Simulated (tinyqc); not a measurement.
Electron-beam lithography: double-Gaussian proximity function, edge placement and dose correction for parallel lines: one step, computed by the program tinyqc. Command: `OMP_NUM_THREADS=1 python tinyqc.py 3112190 3112191 out.jsonl proximity walk`. One thread of a shared host (Intel(R) Xeon(R) Processor @ 2.30GHz), about 0.01 s of CPU time with the checks.

Lines are infinitely long. Absorbed energy is counted so that the middle of a very large area written at dose 1 receives 1; the resist develops where it exceeds 1/2.

Problem. Dose correction. Uncorrected edge energies are M 1. Solve M d = 1/2 for the doses d that put the mean edge energy of every line at the threshold.

M:
```
           1          2          3          4          5
1  0.2782946  0.0043867  0.0012551  0.0011878  0.0135625
2  0.0020836  0.2806337  0.0013209  0.0012783  0.0149061
3  0.0010148  0.0022484  0.2788221  0.0045218  0.0972903
4  0.0004802  0.0010880  0.0022608  0.2814018  0.1512446
5  0.0001998  0.0004570  0.0013151  0.0037394  0.4399457
```

Give: edge energies at dose 1; corrected doses; largest over smallest dose.

Solution.

edge energies at dose 1: 1 0.29869, 2 0.30022, 3 0.38390, 4 0.43648, 5 0.44566

corrected doses: 1 1.7042, 2 1.6979, 3 1.3638, 4 1.1544, 5 1.1201

largest over smallest dose = 1.5215
